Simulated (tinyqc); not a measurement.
Yield per ion against the flux ratio: ion-assisted plasma etching: sheath, surface coverage, synergy and aspect-ratio dependence. Computed by tinyqc, a small Python program. Command: `OMP_NUM_THREADS=1 python tinyqc.py 3009481 3009482 out.jsonl etch walk`. One thread of a shared host (Intel(R) Xeon(R) Processor @ 2.30GHz), about 0.05 s of CPU time with the checks.

Radicals adsorb on bare sites; ions remove covered sites with a high yield and bare sites by sputtering; a slow spontaneous reaction acts everywhere, walls included.

Inputs (values chosen for the exercise, close to those used for silicon in a halogen plasma):
```
quantity,value,unit
plasma density n_e,3.7e+10,1/cm^3
electron temperature T_e,2.1,eV
ion mass M_i,35.5,u
sheath voltage V,380,V
radical density n,5.1e+13,1/cm^3
radical mass M_n,35.5,u
gas temperature T_g,500,K
sticking coefficient s,0.35,-
radicals per removed unit x,2,-
yield slope b,0.28,eV^(-1/2)
threshold E_th,13,eV
sputter slope b_p,0.02,eV^(-1/2)
sputter threshold E_p,40,eV
spontaneous reaction probability k_c,3e-05,-
solid density N,5e+22,1/cm^3
ion temperature T_i,0.13,eV
```

Feature: round hole.

Constants: e = 1.602176634e-19 C; u = 1.6605390666e-27 kg; k_B = 1.380649e-23 J/K; eps_0 = 8.8541878128e-12 F/m.

Method:
- Bohm speed u_B = sqrt(e T_e/M_i); ion flux G_i = 0.61 n_e u_B; radical flux G_n = n c/4 with c = sqrt(8 k_B T_g/(pi M_n)).
- Debye length lambda_D = sqrt(eps_0 T_e/(e n_s)) with n_s = 0.61 n_e, T_e in volts; Child-law sheath d = (sqrt2/3) lambda_D (2 V/T_e)^(3/4); ion energy E = V + T_e/2; angular spread = arctan(sqrt(T_i/E)).
- Yields: Y = b (sqrt(E) - sqrt(E_th)) on covered sites, Y_p = b_p (sqrt(E) - sqrt(E_p)) on bare ones (zero below threshold).
- Steady coverage: s G_n (1 - theta) = x Y G_i theta; removal flux = Y G_i theta + Y_p G_i (1 - theta) + k_c G_n; rate = flux/N, 1 cm/s = 6e8 nm/min.
- The ion flux is fixed and the radical flux set by the ratio; the removal per ion is the removal flux over G_i.

yield Y = 4.45619

sputter yield Y_p = 0.263919

ion flux G_i = 5.39210e+15 1/(cm^2 s)

Open field:
```
G_n/G_i,theta,rate (nm/min),removal per ion
0.3,0.01164,20.24,0.3127
1,0.03779,27.33,0.4224
3,0.10540,45.67,0.7059
10,0.28198,93.59,1.4463
30,0.54089,163.86,2.5324
100,0.79704,233.48,3.6083
300,0.92176,267.70,4.1372
1000,0.97517,283.54,4.3821
3000,0.99158,291.88,4.5109
```

Coverage reaches one half at G_n/G_i = x Y/s = 25.5. Below that the ion-assisted part follows the radical flux, on top of the sputter floor Y_p = 0.264; above it the ion-assisted part saturates at Y = 4.46 per ion. Caution: a sheath of several millimetres is collisional at usual pressures, which lowers the ion energy and widens the angles.
